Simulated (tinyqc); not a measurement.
Donor or exciton in a quantum well (variational effective-mass method). From binding energy back to well width L. Computed by tinyqc, a small Python program. Command: `OMP_NUM_THREADS=1 python tinyqc.py 3023696 3023697 out.jsonl welldonor inv`. One thread of a shared host (Intel(R) Xeon(R) Processor @ 2.30GHz), about 0.5 s of CPU time with the checks.

H = -nabla^2 - 2/|r - r_i| + V(z) in effective units; trial function psi = f(z) exp(-|r - r_i|/lambda), f the ground state of the well. Mass and screening are the same in well and barrier; l = L/a* is the width in effective units. Bands are flat: no polarisation or applied field.

Inputs (values chosen for the exercise, modelled on GaN):

| quantity | value | unit |
|---|---|---|
| electron mass m | 0.194 | m_0 |
| dielectric constant eps | 9.45 | - |
| donor position z_i/L from the centre | 0 | - |
| barrier height V_0 | 0.12 | eV |

Centre: donor. Barriers: finite.

Constants: Ry = 13.605693123 eV; a_0 = 0.529177210903 angstrom.

Method:
- Ry* = Ry m/eps^2, a* = a_0 eps/m; l = L/a*.
- k solves k tan(k l/2) = sqrt(v - k^2), v = V_0/Ry*, 0 < k l/2 < pi/2 (bisection); f = cos(k z) inside and cos(k l/2) exp(-kappa (|z| - l/2)) outside, kappa = sqrt(v - k^2); subband energy k^2 Ry*.
- Binding E_b(lambda) = -1/lambda^2 + 4 A/(lambda B), with A = int f^2 exp(-2 s/lambda) dz, B = int f^2 exp(-2 s/lambda)(1 + 2 s/lambda) dz and s = |z - z_i|; 40 Gauss-Legendre points on each piece between the walls at z = -l/2 and l/2 and z_i, and out to 12/(kappa + 1/lambda) beyond the walls.
- Golden-section search for the maximum over lambda from 0.3 to 4, 40 steps.

Task: A run gave the result below. Find the well width L, known to lie between 4.2 and 12 nm.

binding energy = 42.44624 meV

Result:

Each step takes the trial c = (a f_b - b f_a)/(f_b - f_a), f being the result less the target and a, b, c the logarithms of the listed values; c replaces end b, the old b replaces a if the sign of f changed, and otherwise f_a is halved.

Scan of the range:

| well width L (nm) | binding energy (meV) |
|---|---|
| 4.20 | 46.0726 |
| 5.00 | 44.6490 |
| 5.96 | 43.0469 |
| 7.10 | 41.3636 |
| 8.46 | 39.6654 |
| 10.10 | 38.0019 |
| 12.00 | 36.4894 |

False position (Illinois rule, in the logarithm of the input) inside the bracket:

| step | end a | end b | trial | binding energy (meV) |
|---|---|---|---|---|
| 1 | 5.96000 | 7.10000 | 6.34408 | 42.4522 |
| 2 | 7.10000 | 6.34408 | 6.34797 | 42.4463 |
| 3 | 7.10000 | 6.34797 | 6.34803 | 42.4462 |
| 4 | 6.34797 | 6.34803 | 6.34800 | 42.4462 |

Binding energy falls at every point of a 13-point scan of the range (every second point is shown), so one value fits; it is bracketed by 5.96 and 7.10. Answer: well width L = 6.348 nm.
